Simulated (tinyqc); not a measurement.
Ballistic conductance of a hard-wall strip of a two-dimensional electron gas by counting modes: two steps of the calculation.

Subband edges E_n = C (n pi/W)^2/m, n = 1, 2, ...; C = hbar^2/(2 m0). Every mode transmits fully; spin gives the factor 2 in 2 q^2/h, valleys the factor gv.

Parameters, values chosen for the exercise:
- T = 300 K (temperature)
- m = 0.44 m0 (mass)
- gv = 1 (valleys)
- Ef = 0.211 eV (Fermi energy above the 2D band edge)
- W = 6.1 nm (width)
- Et = 0.314 eV (highest subband edge listed)

Constants: q = 1.602176634e-19 C, kB = 1.380649e-23 J/K, hbar = 1.054571817e-34 J s, h = 6.62607015e-34 J s, m0 = 9.1093837015e-31 kg, Vt = kB T/q, hbar^2/(2 m0) = 0.0380998212 eV nm^2. Results are converted to the units shown.

Task 1. Subband edges and their occupation. List the edges below Et; each adds its degeneracy times f = 1/(1 + exp((E_n - Ef)/Vt)) to the thermal mode count.

Give: edge; degeneracy; f.

Result 1.

```
mode  edge (eV)  degeneracy       f
1        0.0230           1  0.9993
2        0.0919           1  0.9901
3        0.2067           1  0.5414
```

Task 2. Conductance and ballistic resistance. G = (2 q^2/h) gv M; at zero temperature M counts the edges below Ef, at T it is the sum of degeneracy times f. The smooth (Sharvin) count is kF W/pi, kF = sqrt(m Ef/C), and with the boundary term kF W/pi - 1/2. The sum runs over the edges listed.

```
mode   edge (eV)  degeneracy           f
1     0.02296732           1  0.99930675
2     0.09186928           1  0.99012849
3     0.20670589           1  0.54143072
```

Find: M at zero temperature; M at T; G; resistance 1/G; smooth count.

Result 2.

M at zero temperature = 3
M at T = 2.531
G = 196.1 uS
resistance 1/G = 5.100 kohm
smooth count = 3.031

The smooth count is 20 % above M at T. With the boundary term it is 2.53.

Computed by the program tinyqc: `OMP_NUM_THREADS=1 python tinyqc.py 2740134 2740135 out.jsonl`, one thread of a shared Intel Xeon 2.30GHz, about 0.08 s for the whole run.
